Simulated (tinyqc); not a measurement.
Threshold spread from leakage statistics.

Inverse problem. VT is Gaussian with standard deviation s and Ioff goes as exp(-VT/(n Vt)), so Ioff is log-normal: mean/median = exp(w^2/2) with w = s/(n Vt). Find w, s, the relative standard deviation sqrt(exp(w^2) - 1) and the share of devices that leak more than the mean, erfc(w/(2 sqrt(2)))/2.

Inputs (values chosen for the exercise): temperature T = 300 K; subthreshold factor n = 1.24.

Constants: q = 1.602176634e-19 C, kB = 1.380649e-23 J/K, Vt = kB T/q. Results are converted to the units shown.

mean/median of the off current = 1.1703459

Solution. w = sqrt(2 ln(mean/median)); the mean lies w/2 standard deviations out in ln Ioff.

w = 0.5609
s = 17.98 mV
relative standard deviation = 0.6080
share above the mean = 38.96 %

Computed by the program tinyqc: `OMP_NUM_THREADS=1 python tinyqc.py 2090158 2090159 out.jsonl`, one thread of a shared Intel Xeon 2.30GHz, about 0.01 s for the whole run.
